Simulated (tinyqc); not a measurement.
Tilting the field: Landau levels of a parabolic two-dimensional band.

In a field B along z: l = 1/sqrt((e/hbar) B) is the magnetic length, n_B = B/(h/e) the number of states per area in one level, hbar wc = 2 muB B/m for mass m in m0; 1/angstrom^2 = 1e16/cm^2.

Constants: muB = 5.788381798e-05 eV/T.

Values chosen for the exercise (near those of a two-dimensional electron gas in GaAs; shifted at random, so the results belong to these values and not to a real crystal): m = 0.0653 m0 (mass); gs = -0.47 (g factor); tilt = (0, 30, 50, 60, 68, 74, 80) degrees (tilt angles); Bp = 6 T (perpendicular component, kept fixed).

The cyclotron gap follows Bp, the Zeeman gap the total field Bp/cos(theta): i = |gs| muB B/(hbar wc) = |gs| m/(2 cos theta). With f the fractional part of i the gaps alternate between f and 1 - f of hbar wc. The layer is taken as strictly two-dimensional and valley splitting is left out.

Gaps:
```
theta (degrees)  B total (T)      i  f hbar wc (meV)  (1 - f) hbar wc (meV)
0                       6.00  0.015            0.163                 10.474
50                      9.33  0.024            0.254                 10.383
60                     12.00  0.031            0.326                 10.311
68                     16.02  0.041            0.436                 10.201
74                     21.77  0.056            0.592                 10.045
80                     34.55  0.088            0.940                  9.697
```

Give the missing row, theta (degrees) = 30.

Computed row:
```
theta (degrees)  B total (T)      i  f hbar wc (meV)  (1 - f) hbar wc (meV)
30                      6.93  0.018            0.188                 10.449
```

i = 1/2 (equal gaps) falls at theta = 88.2 degrees. i = 1 (levels of opposite spin coincide) falls at theta = 89.1 degrees. Over the table i grows from 0.015 to 0.088.

Program tinyqc; command `OMP_NUM_THREADS=1 python tinyqc.py 1250328 1250329 out.jsonl`; about 0.01 s on one thread of a shared Intel(R) Xeon(R) Processor @ 2.30GHz.
